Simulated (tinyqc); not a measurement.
Inside a calculation. Method: LDA (VWN5) atom on a uniform radial grid, spin-unpolarised, for Mg(2+). Computed by tinyqc, a small Python program that keeps every step. Settings: Z = 12, points = 192, R = 7.6, functional = lda,vwn, mixing = 0.4, iteration cap = 87. Command: `OMP_NUM_THREADS=1 python tinyqc.py 31200 31201 out.jsonl` (the two numbers bound the seeds that draw the settings). One thread of a shared host (Intel(R) Xeon(R) Processor @ 2.60GHz), about 0.6 s of CPU time with the checks. Later iterations appear only in the table of the cycle.

## Iteration 1

Spherical atom on a uniform radial grid r_j = j h with h = R/(N + 1), h sum u^2 = 1 and integrals as h times sums, u(0) = u(R) = 0 (atomic units):
```
parameter           value
Z                      12
points N              192
R                7.600000
h                0.039378
mixing           0.400000
electrons in 1s         2
electrons in 2s         2
electrons in 2p         6
```

Three-point differences turn -u''/2 + [l(l+1)/2r^2 - Z/r + V] u = e u into a tridiagonal matrix (diagonal 1/h^2 + potential, off-diagonal -1/2h^2). D = sum f u^2; the Hartree potential y/r solves y'' = -D/r with y(0) = 0, y(R) = N_e; v_xc comes from rho = D/(4 pi r^2); E = sum f e - int D V + int D (V_H/2 + eps_xc); V(new) = V + mixing (V_H + v_xc - V).

eigenvalues (hartree): [-68.3752, -17.7556, -18.0866]

Every 12th grid point:
```
r         V in     u(1s)      u(2s)     u(2p)         D      V_H       v_xc
0.4725  0.0000    0.1560    -1.4920    1.3288   15.0949  19.7326    -1.8204
0.9451  0.0000    0.0013    -0.4617    0.3079    0.9952  10.5677    -0.4990
1.4176  0.0000  8.17e-06    -0.0672    0.0404    0.0188   7.0540    -0.1174
1.8902  0.0000  4.55e-08    -0.0074    0.0042  2.16e-04   5.2906    -0.0258
2.3627  0.0000  2.37e-10    -0.0007  3.82e-04  1.90e-06   4.2325    -0.0051
2.8352  0.0000         0  -6.28e-05  3.22e-05  1.41e-08   3.5270    -0.0009
3.3078  0.0000         0  -5.19e-06  2.57e-06  9.35e-11   3.0232  -1.62e-04
3.7803  0.0000         0  -4.11e-07  1.96e-07         0   2.6453  -2.74e-05
4.2528  0.0000    0.0000  -3.15e-08  1.45e-08         0   2.3514     0.0000
4.7254  0.0000    0.0000  -2.35e-09  1.05e-09         0   2.1162     0.0000
5.1979  0.0000    0.0000  -1.72e-10  7.46e-11         0   1.9238     0.0000
5.6705  0.0000    0.0000  -1.24e-11         0         0   1.7635     0.0000
6.1430  0.0000    0.0000          0         0         0   1.6279     0.0000
6.6155  0.0000    0.0000          0         0         0   1.5116     0.0000
7.0881  0.0000    0.0000          0         0         0   1.4108     0.0000
7.5606  0.0000    0.0000          0         0         0   1.3226     0.0000
```

total energy = -174.508281 hartree

## Iteration 2

As before.

eigenvalues (hartree): [-55.4248, -10.7320, -10.1629]

Every 12th grid point:
```
r         V in     u(1s)      u(2s)     u(2p)         D      V_H       v_xc
0.4725  7.1649    0.1840    -1.3793    1.3269   14.4375  18.7201    -1.7946
0.9451  4.0275    0.0022    -0.6614    0.5228    2.5151  10.5210    -0.6654
1.4176  2.7746  2.16e-05    -0.1594    0.1254    0.1451   7.0528    -0.2166
1.8902  2.1059  1.91e-07    -0.0302    0.0246    0.0054   5.2905    -0.0683
2.3627  1.6909  1.61e-09    -0.0051    0.0043  1.63e-04   4.2325    -0.0207
2.8352  1.4104  1.32e-11    -0.0008    0.0007  4.22e-06   3.5270    -0.0059
3.3078  1.2092         0  -1.16e-04  1.10e-04  9.93e-08   3.0232    -0.0016
3.7803  1.0581         0  -1.65e-05  1.65e-05  2.18e-09   2.6453  -4.20e-04
4.2528  0.9405    0.0000  -2.28e-06  2.42e-06  4.55e-11   2.3514  -1.08e-04
4.7254  0.8465    0.0000  -3.08e-07  3.46e-07         0   2.1162  -2.76e-05
5.1979  0.7695    0.0000  -4.08e-08  4.88e-08         0   1.9238     0.0000
5.6705  0.7054    0.0000  -5.34e-09  6.77e-09         0   1.7635     0.0000
6.1430  0.6511    0.0000  -6.89e-10  9.28e-10         0   1.6279     0.0000
6.6155  0.6046    0.0000  -8.81e-11  1.26e-10         0   1.5116     0.0000
7.0881  0.5643    0.0000  -1.10e-11  1.67e-11         0   1.4108     0.0000
7.5606  0.5291    0.0000          0         0         0   1.3226     0.0000
```

total energy = -186.056758 hartree

## Convergence

Stop when input and output potentials agree to 1e-7.

Course of the cycle (hartree):
```
iteration            E     e(1s)     e(2s)     e(2p)  largest |V(out) - V(in)|
1          -174.508281  -68.3752  -17.7556  -18.0866                  3.80e+01
2          -186.056758  -55.4248  -10.7320  -10.1629                  1.89e+01
3          -189.877652  -48.9738   -7.1949   -6.2958                  8.89e+00
4          -190.844215  -45.9360   -5.4183   -4.4174                  4.03e+00
5          -191.029914  -44.5661   -4.5236   -3.4981                  1.83e+00
6          -191.059699  -43.9504   -4.0638   -3.0362                  8.74e-01
7          -191.064652  -43.6610   -3.8190   -2.7942                  4.46e-01
8          -191.065723  -43.5150   -3.6836   -2.6618                  2.42e-01
9          -191.066026  -43.4364   -3.6067   -2.5870                  1.37e-01
10         -191.066125  -43.3920   -3.5622   -2.5438                  7.97e-02
11         -191.066158  -43.3663   -3.5361   -2.5186                  4.69e-02
...                ...       ...       ...       ...                       ...
27         -191.066176  -43.3287   -3.4987   -2.4825                  1.16e-05
28         -191.066176  -43.3287   -3.4987   -2.4825                  6.91e-06
29         -191.066176  -43.3287   -3.4987   -2.4824                  4.11e-06
30         -191.066176  -43.3287   -3.4987   -2.4824                  2.44e-06
31         -191.066176  -43.3287   -3.4987   -2.4824                  1.45e-06
32         -191.066176  -43.3287   -3.4987   -2.4824                  8.59e-07
33         -191.066176  -43.3287   -3.4987   -2.4824                  5.10e-07
34         -191.066176  -43.3287   -3.4987   -2.4824                  3.02e-07
35         -191.066176  -43.3287   -3.4987   -2.4824                  1.79e-07
36         -191.066176  -43.3287   -3.4987   -2.4824                  1.06e-07
37         -191.066176  -43.3287   -3.4987   -2.4824                  6.31e-08
```

Converged in 37 iterations. A uniform grid resolves the cusp poorly: for a bare nucleus this grid gives 1s at -68.37523 against -Z^2/2 = -72 hartree. Before convergence this energy mixes input and output and is not variational, so it may rise towards its limit.
